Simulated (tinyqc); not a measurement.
Character of the line: straight dislocations in isotropic elasticity: fields, energies, partials, Peierls stress and walls. Computed by tinyqc, a small Python program. Command: `OMP_NUM_THREADS=1 python tinyqc.py 3000333 3000334 out.jsonl disloc walk`. One thread of a shared host (Intel(R) Xeon(R) Processor @ 2.30GHz), about 0.01 s of CPU time with the checks.

The line runs along z, the glide plane is y = 0, and beta is the angle between b and the line (0 screw, 90 degrees edge): b_e = b sin(beta) along +x with the extra half plane at y > 0, b_s = b cos(beta). Stress is positive in tension.

Inputs (values chosen for the exercise, modelled on nickel):
```
quantity                       value      unit
shear modulus G                 82.1       GPa
Poisson ratio nu               0.303         -
Burgers vector b               2.492  angstrom
stacking-fault energy gamma      108    mJ/m^2
dislocation density rho      5.8e+11     1/m^2
core radius r0/b                 1.5         -
```

Character: screw.

Constants: 1 eV/angstrom^3 = 160.2176634 GPa.

Method:
- Energy factor K = G [cos^2(beta) + sin^2(beta)/(1 - nu)].
- E = K b^2/(4 pi) ln(R/r0) with R = 1/(2 sqrt(rho)); tension T = E + d^2E/d(beta)^2 = G b^2 [1 + nu - 3 nu sin^2(beta)]/(4 pi (1 - nu)) ln(R/r0). The core energy is taken into r0.
- Shockley partials have b_p = b/sqrt(3) at the angles beta -/+ 30 degrees; their repulsion balances the fault at d = G b_p^2/(8 pi gamma) (2 - nu)/(1 - nu) [1 - 2 nu cos(2 beta)/(2 - nu)].
- E = K b^2/(4 pi) ln(R/r0); T = G b^2 [1 + nu - 3 nu sin^2(beta)]/(4 pi (1 - nu)) ln(R/r0).

ln(R/r0) = 7.47101

From screw to edge:
```
beta (degrees)  K (GPa)  E (eV/nm)  T (eV/nm)  d (nm)
0                 82.10     18.919     35.368  0.9800
15                84.49     19.470     33.715  1.0530
30                91.02     20.975     29.200  1.2522
45                99.95     23.031     23.031  1.5244
60               108.87     25.087     16.863  1.7966
75               115.40     26.593     12.347  1.9959
90               117.79     27.143     10.695  2.0688
```

What follows from these numbers?

The edge costs 1/(1 - nu) = 1.435 times the screw in energy, yet its tension is only (1 - 2 nu)/(1 + nu) = 0.302 of the screw value, so loops under stress are elongated along b. The edge splits 2.11 times as widely, (2 + nu)/(2 - 3 nu), since there the larger, edge parts of the partials repel with the factor 1/(1 - nu) and the small screw parts attract, while in the screw the roles are exchanged.
